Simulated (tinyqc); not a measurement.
## Gate voltage from the surface potential

Problem. At the source end, Vgs + Vsb - Vfb - psi = gamma sqrt(G), G = psi - Vt + Vt exp((psi - 2 phiF - Vsb)/Vt), and the voltage over the insulator is gamma sqrt(G). Find that voltage and Vgs.

Values chosen for this exercise: temperature T = 350 K; flat-band voltage Vfb = -1.94 V; source-body reverse bias Vsb = 1 V.

Constants: q = 1.602176634e-19 C, kB = 1.380649e-23 J/K, Vt = kB T/q. Results are converted to the units shown.

psi = 4.2468691 V
phiF = 1.5924925 V
gamma = 0.36170108 V^0.5

Solution. In this direction the relation is explicit: no iteration is needed.

voltage over the insulator = 0.7631 V
Vgs = 2.070 V

Program tinyqc, `OMP_NUM_THREADS=1 python tinyqc.py 2360101 2360102 out.jsonl`; Intel Xeon 2.30GHz, shared host, one thread, about 0.06 s.
